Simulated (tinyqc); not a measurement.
Haynes-Shockley experiment: drift, diffusion and decay of a minority-carrier pulse: one step, computed by the program tinyqc. Command: `OMP_NUM_THREADS=1 python tinyqc.py 3110191 3110192 out.jsonl haynes walk`. One thread of a shared host (Intel(R) Xeon(R) Processor @ 2.30GHz), about 0.01 s of CPU time with the checks.

A thin sheet of excess carriers is made at x = 0, t = 0 in a long uniform bar; injection is low, so the pulse moves with the minority mobility.

Task: Simple reading of the pulse. With w the full width at half maximum: mu = d/(F t_p); D = (w d)^2/(16 ln2 t_p^3); Einstein ratio D/mu against k_B T/e.

Inputs (values chosen for the exercise, modelled on holes in n-type germanium in a lightly doped bar): minority mobility mu = 1820 cm^2/(V s); temperature T = 250 K; field F = 2.2 V/cm; distance d to the collector = 0.24 cm.

time of the peak t_p = 49.08921 microsecond

width at half maximum = 30.77469 microsecond

D = 39.20887 cm^2/s

Constants: k_B = 8.617333262e-05 eV/K.

Give: apparent mobility; apparent D; apparent D/mu; error of mu; error of D.

Result:

apparent mobility = 2222 cm^2/(V s)

apparent D = 41.58 cm^2/s

apparent D/mu = 18.71 mV

error of mu = 22.10 %

error of D = 6.053 %
